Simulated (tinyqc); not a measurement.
Stillinger-Weber potential for a tetrahedral semiconductor: one step, computed by the program tinyqc. Command: `OMP_NUM_THREADS=1 python tinyqc.py 3011752 3011753 out.jsonl swsi walk`. One thread of a shared host (Intel(R) Xeon(R) Processor @ 2.30GHz), about 0.04 s of CPU time with the checks.

With x = r/sigma: pair term eps A (B x^-4 - 1) exp(1/(x - a)); for each pair of neighbours j, k of atom i, three-body term eps lambda exp(gamma/(x_ij - a) + gamma/(x_ik - a)) (cos theta_jik + 1/3)^2; both vanish beyond x = a. A = 7.049556277, B = 0.6022245584, a = 1.8.

Question. A trimer. Atom 1 binds atoms 2 and 3 at the angle theta; the third side follows from the cosine rule. Sum the three pair terms and the three-body terms centred on each atom.

Inputs (values chosen for the exercise, modelled on silicon):

| quantity | value | unit |
|---|---|---|
| energy scale eps | 2.136 | eV |
| length scale sigma | 2.11 | angstrom |
| three-body strength lambda | 20.1 | - |
| gamma | 1.1 | - |
| bond 1 of the trimer | 2.35 | angstrom |
| bond 2 of the trimer | 2.41 | angstrom |
| angle of the trimer theta | 78.3 | degrees |

Give: distance 2-3; pair terms; three-body term at atom 1; three-body terms at atoms 2 and 3; energy of the trimer.

Answer.

distance 2-3 = 3.0056 angstrom

pair terms (eV): 1-2 -2.1343, 1-3 -2.1276, 2-3 -0.8967

three-body term at atom 1 = 0.46663 eV

three-body terms at atoms 2 and 3 = 0.83028 eV

energy of the trimer = -3.8617 eV

The cut-off is 3.798 angstrom, so atoms 2 and 3 interact directly.
